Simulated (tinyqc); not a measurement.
Finite-difference solution of the diffusion equation on a small grid. Changing the time step dt. Computed by tinyqc, a small Python program. Command: `OMP_NUM_THREADS=1 python tinyqc.py 3016971 3016972 out.jsonl fdiff sweep`. One thread of a shared host (Intel(R) Xeon(R) Processor @ 2.30GHz), about 0.02 s of CPU time with the checks.

dC/dt = D d2C/dx2 on nodes x_j = j dx, j = 0..11; the far end is sealed.

Inputs (values chosen for the exercise): diffusivity D = 2.9 nm^2/s; grid spacing dx = 10 nm; final time t_f = 49 s; surface value C_s = 96 % of a reference.

Boundary at x = 0: fixed surface value. Scheme: explicit.

start values C_j, j = 0, 1, ... (% of a reference): [0, 0, 0, 0, 0, 0, 0, 0, 0, 0, 0, 0]

Method:
- The operator M acts as (M C)_j = C_(j-1) - 2 C_j + C_(j+1); at the sealed far end a mirror node gives 2 C_(N-2) - 2 C_(N-1); at j = 0, C_0 is held at C_s from the start (row of zeros).
- r = D dt/dx^2.
- With r = D dt/dx^2: (1 - theta r M) C(new) = (1 + (1 - theta) r M) C(old); theta = 0 explicit, 1 implicit, 1/2 Crank-Nicolson.
- The run takes n = round(t_f/dt) steps of length t_f/n.
- The dose is the trapezoidal sum of C dx; the error is the largest difference from exp(M D t/dx^2) C(0), the exact time evolution on the same grid.

One run for each value:
```
time step dt (s)  largest error at t_f (%)  mesh ratio r  final C_6 (%)  final dose (% nm)
0.191                               0.0479       0.00555        0.12241             1350.1
0.383                               0.0959       0.01110        0.11971             1350.7
0.766                               0.1918       0.02220        0.11432             1351.7
1.531                               0.3835       0.04441        0.10357             1353.9
3.062                               0.7662       0.08881        0.08232             1358.2
6.125                               1.5246       0.17763        0.04157             1367.0
12.250                              2.9587       0.35525        0.00000             1385.1
```

Describe and explain the trends.

Over the rows, largest error at t_f (%) rises from 0.0479 to 2.96 (exponent d ln y / d ln x about 0.99 throughout). The exponent of largest error at t_f stays between 0.96 and 1.00, near 1: first order in the step. An explicit step moves material by one node at most, so few long steps cannot reach distant nodes.

Extremes, crossings and ranges named in words are read from the listed rows.
